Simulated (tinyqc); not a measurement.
Hubbard ring of 5 sites, step by step. One step of it, computed by the program tinyqc.

Problem. Mean-field iteration 3. H(up) = T + U n(down), H(down) = T + U n(up); fill the lowest levels; n(new) = n + mixing (n(out) - n); E = tr T (rho up + rho down) + U sum n_up n_down of the output.

one-body matrix (hopping and site energies) (eV), order 1, 2, 3, 4, 5:
$$\begin{pmatrix}
0.000000 & -1.140000 & 0.000000 & 0.000000 & -1.140000 \\
-1.140000 & 0.000000 & -1.140000 & 0.000000 & 0.000000 \\
0.000000 & -1.140000 & 0.000000 & -1.140000 & 0.000000 \\
0.000000 & 0.000000 & -1.140000 & 0.000000 & -1.140000 \\
-1.140000 & 0.000000 & 0.000000 & -1.140000 & 0.000000
\end{pmatrix}$$

U = 9.800000 eV

electrons, up and down: [1, 1]

mixing = 0.200000

n(up) after iteration 2: 1 0.580499, 2 0.006688, 3 0.433625, 4 0.006688, 5 0.580499

n(down) after iteration 2: 1 0.006643, 2 0.578621, 3 0.021472, 4 0.578621, 5 0.006643

Give: levels, up; levels, down; energy; n(up) after iteration 3; n(down) after iteration 3.

Solution.

levels, up (eV): [-1.3204, -0.1494, 0.9309, 5.9447, 6.2758]

levels, down (eV): [-0.7062, -0.1214, 4.4248, 5.1454, 7.0159]

energy = -2.6107 eV

n(up) after iteration 3: 1 0.5555, 2 0.0096, 3 0.3563, 4 0.0096, 5 0.5555

n(down) after iteration 3: 1 0.0094, 2 0.5496, 3 0.0355, 4 0.5496, 5 0.0094
